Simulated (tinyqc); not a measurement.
Changing the band mass m*: Froehlich polaron in a polar crystal. Computed by tinyqc, a small Python program. Command: `OMP_NUM_THREADS=1 python tinyqc.py 3000607 3000608 out.jsonl frohlich sweep`. One thread of a shared host (Intel(R) Xeon(R) Processor @ 2.30GHz), about 0.08 s of CPU time with the checks.

One electron in a parabolic band of mass m*, coupled to dispersionless LO phonons in the continuum model. Energies are in units of hbar omega unless marked, wave numbers in k_0 = sqrt(2 m* omega/hbar).

Inputs (values chosen for the exercise, modelled on sodium chloride):
```
quantity                          value  unit
LO phonon energy hbar omega        34.3   meV
eps_inf                            2.32     -
static dielectric constant eps_s   5.89     -
electron wave number k/k_0         0.54     -
```

Constants: hbar^2/(2 m_0) = 3.80998212 eV angstrom^2; e^2/(4 pi eps_0) = 14.39964548 eV angstrom.

Method:
- 1/eps* = 1/eps_inf - 1/eps_s; k_0 = sqrt(2 m* omega/hbar) = sqrt(m* hbar omega / (hbar^2/(2 m_0))) with m* in m_0; alpha = (e^2/(4 pi eps_0)) k_0/(2 eps* hbar omega); polaron length 1/k_0.
- At T = 0 and k < k_0: E(k) = (k/k_0)^2 - alpha arcsin(k/k_0)/(k/k_0); so E(0) = -alpha, 1/m_p = (1 - alpha/6)/m*, and the mean number of phonons in the cloud at k = 0 is alpha/2. The Lee-Low-Pines variational state gives the same E(0) and m_p = m* (1 + alpha/6).
- Feynman's bound: E(v, w) = 3 (v - w)^2/(4 v) - (alpha v/sqrt(pi)) int_0^infinity e^-u D(u)^(-1/2) du, D = w^2 u + ((v^2 - w^2)/v)(1 - e^(-v u)); integrals by 80 Gauss-Legendre points in s from 0 to 1 with u = 40 s^2.
- Minimise over v > w > 0 (simplex search); mass m_p/m* = 1 + (alpha v^3/(3 sqrt(pi))) int u^2 e^-u D^(-3/2) du.

One run for each value; columns: (1) band mass m* (m_0); (2) coupling constant alpha; (3) polaron energy, Feynman (meV); (4) m_p/m*, Feynman; (5) m_p/m*, Lee-Low-Pines; (6) polaron length 1/k_0 (angstrom):
```
(1)       (2)      (3)      (4)     (5)     (6)
0.040   1.041   -36.18    1.205  1.1734  52.697
0.073   1.406   -49.13    1.295  1.2343  39.008
0.130   1.876   -66.01    1.432  1.3127  29.231
0.240   2.549   -90.63    1.678  1.4248  21.513
0.450   3.490  -126.15    2.180  1.5817  15.711
0.820   4.712  -174.64    3.408  1.7853  11.639
1.500   6.373  -247.48    8.868  2.0621   8.605
2.700   8.550  -365.42   46.740  2.4250   6.414
5.000  11.635  -590.99  242.200  2.9392   4.713
```

What does the table show, and why?

Over the rows, coupling constant alpha rises from 1.04 to 11.6 (exponent d ln y / d ln x about 0.50 throughout); polaron energy, Feynman (meV) falls from -36.2 to -591 (exponent d ln y / d ln x 0.51 between the first rows and 0.78 between the last); m_p/m*, Feynman rises from 1.21 to 242 (exponent d ln y / d ln x 0.12 between the first rows and 2.7 between the last). The exponent of coupling constant alpha stays at 0.50: alpha goes as sqrt(m*). The exponent of polaron length 1/k_0 stays at -0.50: the length goes as m*^(-1/2). A heavy electron is slow enough for the ions to follow. The Feynman mass is 1.027 times the Lee-Low-Pines one in the first row and 82.4 in the last (alpha = 12); the energy starts as -alpha hbar omega and gains an alpha^2 term.

Caution (rows 0.450, 0.820, 1.50, 2.70, 5.00): second-order results are out of their range at this coupling; the perturbative mass diverges at alpha = 6. Caution (rows 5.00): for these m* and hbar omega the length 1/k_0 is under 5 angstrom, near a lattice spacing, where the continuum model loses its footing.
